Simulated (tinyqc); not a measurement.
## Field from the level spacing

Question. In a triangular well E_k = a_k (C F^2/mz1)^(1/3), a_1 = 2.338107, a_2 = 4.087949, C = hbar^2/(2 m0), F in eV/nm (1 MV/cm = 0.1 eV/nm). Find F, E_1, the mean distance 2 E_1/(3 F) of the lowest level and the sheet charge eps0 eps_r F/q behind such a field.

Parameters, values chosen for the exercise:

| symbol | value | unit | meaning |
|---|---|---|---|
| eps_r | 15.8 |  | relative permittivity |
| mz1 | 1.56 | m0 | mass along z of valley set A (1 valley(s)) |

Constants: q = 1.602176634e-19 C, hbar = 1.054571817e-34 J s, m0 = 9.1093837015e-31 kg, eps0 = 8.8541878128e-14 F/cm where lengths are in cm, hbar^2/(2 m0) = 0.0380998212 eV nm^2. Results are converted to the units shown.

spacing of the two lowest levels = 38.643622 meV

Answer. The spacing over a_2 - a_1 is the energy scale (C F^2/mz1)^(1/3), which gives F.

F = 0.2100 MV/cm
E_1 = 51.63 meV
mean distance = 1.639 nm
sheet charge over q = 1.834e12 cm^-2

Computed by the program tinyqc: `OMP_NUM_THREADS=1 python tinyqc.py 2160014 2160015 out.jsonl`, one thread of a shared Intel Xeon 2.30GHz, about 1 s for the whole run.
